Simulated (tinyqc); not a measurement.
What each parameter does: polar nitride quantum well with polarisation fields.

Growth along [0001]. e_par = (a_sub - a)/a, Ppz = 2 e_par (e31 - e33 C13/C33), P = Psp + Ppz in each layer; strain relaxation and the strain shift of the gaps are left out, although thick layers with more than about 1 % mismatch would relax.

In a periodic stack without free charge the potential drop over a period vanishes: F_w = (P_b - P_w) Lb/(eps0 (eps_w Lb + eps_b Lw)), F_b = -F_w Lw/Lb, eps0 = 8.8541878e-12 F/m; 1 MV/cm = 1e8 V/m = 0.01 V/angstrom.

Envelope functions on cells of 0.25 angstrom over barrier, well, barrier (widths Lb, Lw, Lb), psi = 0 beyond, psi'/m continuous (mean mass between points), c = hbar^2/2m0. With u(z) the integral of e F (F_w in the well, F_b = -F_w Lw/Lb in the barriers, 1 MV/cm = 0.01 V/angstrom), zero at the centre of the well, the electron sees u plus Vc in the barriers and the hole -u plus Vv. The transition is Eg + E_e + E_h; excitons are left out.

Constants: hbar^2/2m0 = 3.80998211 eV angstrom^2; hc = 1239.841984 eV nm.

Parameters, chosen for this exercise (near those of a GaN well in AlGaN; the results hold for these values, not for the real material): a_w = 3.189 angstrom (lattice constant a, well); a_b = 3.146 angstrom (lattice constant a, barrier); a_sub = 3.189 angstrom (in-plane lattice constant of the stack); Psp_w = -0.0328 C/m^2 (spontaneous polarisation); Psp_b = -0.0615 C/m^2 (spontaneous polarisation); e31_w = -0.347 C/m^2; e31_b = -0.444 C/m^2; e33_w = 0.664 C/m^2; e33_b = 1.103 C/m^2; C_w = 0.268 (C13/C33); C_b = 0.285 (C13/C33); eps_w = 10.1 (dielectric constant); eps_b = 10.3 (dielectric constant); Lw = 21 angstrom (well width); Lb = 70 angstrom (barrier width); Eg = 3.44 eV (gap of the well); Vc = 0.918 eV (conduction offset); Vv = 0.432 eV (valence offset); me = 0.2 m0 (electron, well); meb = 0.267 m0 (electron, barrier); mh = 1.98 m0 (hole, everywhere).

Polarisation, field, levels and overlap anew. Each row changes one parameter from the base and keeps the others.

Results:

| case | F_w (MV/cm) | E (eV) | overlap^2 | red shift (meV) |
|---|---|---|---|---|
| base | -4.233 | 3.3436 | 0.14 | 313 |
| Lw = 17 angstrom | -4.430 | 3.5056 | 0.28 | 221 |
| Lb = 55 angstrom | -3.978 | 3.3739 | 0.16 | 283 |
| a_sub = 3.199 angstrom | -4.363 | 3.3285 | 0.13 | 329 |
| Psp_b = -0.0677 C/m^2 | -4.763 | 3.2811 | 0.10 | 376 |
| e33_w = 0.73 C/m^2 | -4.233 | 3.3436 | 0.14 | 313 |
| eps_w = 11.1 | -3.934 | 3.3773 | 0.16 | 280 |
| mh = 1.39 m0 | -4.233 | 3.3684 | 0.17 | 299 |
| Vc = 0.78 eV | -4.233 | 3.3235 | 0.13 | 323 |

The largest shifts from the base row, up to three for each result and ties (the steps differ in size, so this ranks the rows, not the parameters). F_w (MV/cm): Psp_b -0.531, eps_w +0.298, Lb +0.254; unchanged at the printed digits by e33_w, mh and Vc. E (eV): Lw +0.1620, Psp_b -0.0625, eps_w +0.0337; unchanged at the printed digits by e33_w. overlap^2: Lw +0.145, Psp_b -0.0331, mh +0.0297; unchanged at the printed digits by e33_w. red shift (meV): Lw -93, Psp_b +62, eps_w -34; unchanged at the printed digits by e33_w.

(tinyqc, `OMP_NUM_THREADS=1 python tinyqc.py 1282314 1282315 out.jsonl`, Intel(R) Xeon(R) Processor @ 2.30GHz, 1 thread, shared host, about 0.05 s.)
